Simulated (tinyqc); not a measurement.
Worked calculation: empirical pseudopotential in a few plane waves. One step of it, computed by the program tinyqc.

Problem. Bloch Hamiltonian at G. Basis: the 15 shortest G (labels in 2 pi/a), the same at every k. H(G,G') = c |k + G|^2 delta + VS(|G-G'|^2) cos((G-G').tau) + i VA sin((G-G').tau), tau = a/8 (1,1,1); 1 Ry = 13.605693 eV.

Parameters chosen for this model: fcc lattice, atoms at +/- a/8 (1,1,1); form factors in rydberg at |G|^2 in units of (2 pi/a)^2:
```
parameter                 value      unit
a                      5.760000  angstrom
VS(3)                 -0.259000        Ry
VS(8)                  0.011000        Ry
VS(11)                 0.080000        Ry
VA(3)                         0        Ry
VA(4)                         0        Ry
VA(11)                        0        Ry
hbar^2/2m (2 pi/a)^2   4.533543        eV
```

k point G (2 pi / a): [0, 0, 0]

Give: H(k) at G.

Solution.

H(k) at G (eV), order +0+0+0, -1-1-1, -1-1+1, -1+1-1, -1+1+1, +1-1-1, +1-1+1, +1+1-1, +1+1+1, -2+0+0, +0-2+0, +0+0-2, +0+0+2, +0+2+0, +2+0+0:
```
[[0.0000, 2.4918, -2.4918, -2.4918, -2.4918, -2.4918, -2.4918, -2.4918, 2.4918, 0.0000, 0.0000, 0.0000, 0.0000, 0.0000, 0.0000],
 [2.4918, 13.6006, 0.0000, 0.0000, -0.1497, 0.0000, -0.1497, -0.1497, 0.0000, -2.4918, -2.4918, -2.4918, -0.7697, -0.7697, -0.7697],
 [-2.4918, 0.0000, 13.6006, 0.1497, 0.0000, 0.1497, 0.0000, 0.0000, -0.1497, -2.4918, -2.4918, 0.7697, 2.4918, -0.7697, -0.7697],
 [-2.4918, 0.0000, 0.1497, 13.6006, 0.0000, 0.1497, 0.0000, 0.0000, -0.1497, -2.4918, 0.7697, -2.4918, -0.7697, 2.4918, -0.7697],
 [-2.4918, -0.1497, 0.0000, 0.0000, 13.6006, 0.0000, 0.1497, 0.1497, 0.0000, 2.4918, -0.7697, -0.7697, -2.4918, -2.4918, 0.7697],
 [-2.4918, 0.0000, 0.1497, 0.1497, 0.0000, 13.6006, 0.0000, 0.0000, -0.1497, 0.7697, -2.4918, -2.4918, -0.7697, -0.7697, 2.4918],
 [-2.4918, -0.1497, 0.0000, 0.0000, 0.1497, 0.0000, 13.6006, 0.1497, 0.0000, -0.7697, 2.4918, -0.7697, -2.4918, 0.7697, -2.4918],
 [-2.4918, -0.1497, 0.0000, 0.0000, 0.1497, 0.0000, 0.1497, 13.6006, 0.0000, -0.7697, -0.7697, 2.4918, 0.7697, -2.4918, -2.4918],
 [2.4918, 0.0000, -0.1497, -0.1497, 0.0000, -0.1497, 0.0000, 0.0000, 13.6006, -0.7697, -0.7697, -0.7697, -2.4918, -2.4918, -2.4918],
 [0.0000, -2.4918, -2.4918, -2.4918, 2.4918, 0.7697, -0.7697, -0.7697, -0.7697, 18.1342, 0.1497, 0.1497, -0.1497, -0.1497, 0.0000],
 [0.0000, -2.4918, -2.4918, 0.7697, -0.7697, -2.4918, 2.4918, -0.7697, -0.7697, 0.1497, 18.1342, 0.1497, -0.1497, 0.0000, -0.1497],
 [0.0000, -2.4918, 0.7697, -2.4918, -0.7697, -2.4918, -0.7697, 2.4918, -0.7697, 0.1497, 0.1497, 18.1342, 0.0000, -0.1497, -0.1497],
 [0.0000, -0.7697, 2.4918, -0.7697, -2.4918, -0.7697, -2.4918, 0.7697, -2.4918, -0.1497, -0.1497, 0.0000, 18.1342, 0.1497, 0.1497],
 [0.0000, -0.7697, -0.7697, 2.4918, -2.4918, -0.7697, 0.7697, -2.4918, -2.4918, -0.1497, 0.0000, -0.1497, 0.1497, 18.1342, 0.1497],
 [0.0000, -0.7697, -0.7697, -0.7697, 0.7697, 2.4918, -2.4918, -2.4918, -2.4918, 0.0000, -0.1497, -0.1497, 0.1497, 0.1497, 18.1342]]
```
